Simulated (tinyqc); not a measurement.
Ion implantation: universal nuclear stopping, Lindhard-Scharff electronic stopping and a Gaussian range profile: one step, computed by the program tinyqc. Command: `OMP_NUM_THREADS=1 python tinyqc.py 3013147 3013148 out.jsonl implant walk`. One thread of a shared host (Intel(R) Xeon(R) Processor @ 2.30GHz), about 0.09 s of CPU time with the checks.

An ion slows by elastic collisions with screened nuclei and by friction with electrons; channelling is ignored and the target is uniform.

Problem. Gaussian profile. C(x) = C_p exp(-(x - R_p)^2/(2 dR_p^2)) with C_p = Q/(sqrt(2 pi) dR_p), 1 nm = 1e-7 cm; the profile falls to the background at x_j = R_p + dR_p sqrt(2 ln(C_p/C_B)); the peak atomic fraction is C_p/N.

Inputs (values chosen for the exercise, modelled on nitrogen ions in aluminium): target density N = 60.2 1/nm^3; dose Q = 6.6e+12 1/cm^2; background C_B = 8.7e+16 1/cm^3.

straggle dR_p = 6.887350 nm

projected range R_p = 21.78364 nm

Give: peak concentration C_p; depth x_j where C falls to C_B; peak atomic fraction.

Solution.

peak concentration C_p = 3.823e+18 1/cm^3

Depth x_j where C falls to C_B = 40.73 nm

peak atomic fraction = 6.350e-05
